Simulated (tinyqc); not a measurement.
Worked calculation: tunnelling through a thin dielectric with one trap, as a tight-binding chain. Values are carried at full precision from step to step, so a last printed digit may differ when a step is redone from the rounded ones.

Hopping -t everywhere, t = c/(m a^2), c = hbar^2/2m0; lead sites at 2t (band bottom 0), barrier sites 1 to N at 2t + phi, and site j has U besides. No voltage. Leads give S = -t exp(ika) on sites 1 and N, cos(ka) = 1 - E/(2t). T = (2 t sin(ka))^2 |G_1N|^2, G = (E - H - S)^-1. In the barrier cosh(q a) = 1 + (phi - E)/(2t).

Constants: hbar^2/2m0 = 3.80998211 eV angstrom^2; hbar = 6.58211957e-16 eV s.

Parameters, chosen for this exercise (barrier and mass of the size used for SiO2 on silicon; the results hold for these values, not for the real material):
```
symbol  value  unit      meaning
a       2      angstrom  site spacing
m       0.41   m0        mass, the same in leads and barrier
phi     3.02   eV        conduction edge of the barrier above that of the leads
U       -4.2   eV        extra energy on the trap site
E       1.6    eV        electron energy
N       10               barrier sites
j       8                site of the trap
```

## Scales

Form t, ka, q a, and the level of the trap in an endless barrier, Eb = phi + 2t - sqrt(4 t^2 + U^2).

t = 2.3232 eV
ka = 0.85576 rad
q a = 0.76316
Eb = 1.4031 eV

## The matrix E - H - S

Fill it in.

E - H - S (eV):
```
                  1        2        3        4        5        6
1   -4.5432+1.7542i   2.3232   0.0000   0.0000   0.0000   0.0000
2            2.3232  -6.0663   2.3232   0.0000   0.0000   0.0000
3            0.0000   2.3232  -6.0663   2.3232   0.0000   0.0000
4            0.0000   0.0000   2.3232  -6.0663   2.3232   0.0000
5            0.0000   0.0000   0.0000   2.3232  -6.0663   2.3232
6            0.0000   0.0000   0.0000   0.0000   2.3232  -6.0663
7            0.0000   0.0000   0.0000   0.0000   0.0000   2.3232
8            0.0000   0.0000   0.0000   0.0000   0.0000   0.0000
9            0.0000   0.0000   0.0000   0.0000   0.0000   0.0000
10           0.0000   0.0000   0.0000   0.0000   0.0000   0.0000

          7        8        9               10
1    0.0000   0.0000   0.0000           0.0000
2    0.0000   0.0000   0.0000           0.0000
3    0.0000   0.0000   0.0000           0.0000
4    0.0000   0.0000   0.0000           0.0000
5    0.0000   0.0000   0.0000           0.0000
6    2.3232   0.0000   0.0000           0.0000
7   -6.0663   2.3232   0.0000           0.0000
8    2.3232  -1.8663   2.3232           0.0000
9    0.0000   2.3232  -6.0663           2.3232
10   0.0000   0.0000   2.3232  -4.5432+1.7542i
```

## Transmission

Invert the matrix; T = (2 t sin(ka))^2 |G_1N|^2.

first row of G (1/eV): [-0.2298-0.1165i, -0.1070-0.05429i, -0.04959-0.02525i, -0.02249-0.01164i, -0.009122-0.005154i, -0.001333-0.001816i, 0.005640+0.0004127i, 0.01606+0.002894i, 0.007262+0.001912i, 0.002903+0.002099i]

T = 0.0001580

Without the trap T is 8.94e-07: the trap changes it by a factor 177 at this energy.

## The resonance

Resonance: the lowest eigenvalue of H + S(E), iterated until its real part equals E (40 rounds from Eb = phi + 2t - sqrt(4t^2 + U^2), the level in an endless barrier). With v the normalised squared amplitudes of that state, Gamma_L = 2 t sin(ka) v_1, Gamma_R = 2 t sin(ka) v_N; Breit-Wigner T = Gamma_L Gamma_R/((E - Er)^2 + (Gamma_L + Gamma_R)^2/4).

Find Er, the two widths, the peak height 4 Gamma_L Gamma_R/(Gamma_L + Gamma_R)^2 and the escape time hbar/(Gamma_L + Gamma_R).

Er = 1.4050 eV

widths (meV): left 0.02948, right 98.62

peak height = 0.001195
escape time = 6.67 fs

squared amplitudes: [0.0000, 0.0000, 0.0002, 0.0010, 0.0052, 0.0262, 0.1327, 0.6725, 0.1325, 0.0296]

The nearby leads move the level 1.9 meV above its value in an endless barrier. The trap is closer to the right lead, which takes 100.0 % of the escapes.

## Checks

- T at Er from the chain against the Breit-Wigner peak: both 0.00119.
- T without trap against the closed form for a lattice barrier: both 8.943e-07.

Program tinyqc; command `OMP_NUM_THREADS=1 python tinyqc.py 1450276 1450277 out.jsonl`; about 0.07 s on one thread of a shared Intel(R) Xeon(R) Processor @ 2.30GHz.
